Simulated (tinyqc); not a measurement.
On-chip power grid, static voltage drop by conjugate gradients: course of the conjugate-gradient iteration.

A grid of 3 rows and 4 columns, node k = 4 row + column. Neighbours in a row are joined by Rx, in a column by Ry; pad nodes, which reach the supply through Rp: 0, 11. Each node draws I0, node 1 draws kh I0. The drops u = Vdd - V solve G u = i, with G the conductance matrix (1/Rp added on the diagonal at pad nodes).

G_kk = sum of the conductances at node k. Start u = 0, so the residual is r = i; z = r/G_kk (Jacobi preconditioner), p = z.

q = G p; with z = r/G_kk: a = (r.z)/(p.q); u(new) = u + a p; r(new) = r - a q; b = (r.z)(new)/(r.z); p(new) = z(new) + b p.

Stop when |r| is below 1e-9 mA.

Values chosen for this exercise: resistance of a horizontal segment Rx = 0.64 ohm; resistance of a vertical segment Ry = 1.9 ohm; resistance from a pad node to the supply Rp = 0.11 ohm; load current of an ordinary node I0 = 2.3 mA; factor on the load at the hot node kh = 3.

Course of the iteration:

| iteration | largest u (mV) | \|r\| (mA) |
|---|---|---|
| 1 | 5.40662 | 16.3 |
| 2 | 10.0216 | 13.1 |
| 3 | 12.3149 | 6.56 |
| 4 | 12.5560 | 3.10 |
| 5 | 12.1434 | 1.50 |
| 6 | 11.9326 | 0.728 |
| 7 | 11.7935 | 0.427 |
| 8 | 11.7337 | 0.110 |
| 9 | 11.7438 | 0.0379 |
| 10 | 11.7434 | 0.0181 |
| 11 | 11.7439 | 1.57e-3 |
| 12 | 11.7440 | < 1e-11 |

Did this iteration meet its convergence test, and what does its course show?

Yes. Converged in 12 iterations for 12 unknowns; in exact arithmetic the method needs at most 12. The condition number of the scaled matrix is 23.1. Gauss-Seidel sweeps in node order need 134 to reach the same residual.

Numbers from tinyqc (`OMP_NUM_THREADS=1 python tinyqc.py 2770174 2770175 out.jsonl`; about 0.06 s on one thread of a shared Intel Xeon 2.30GHz).
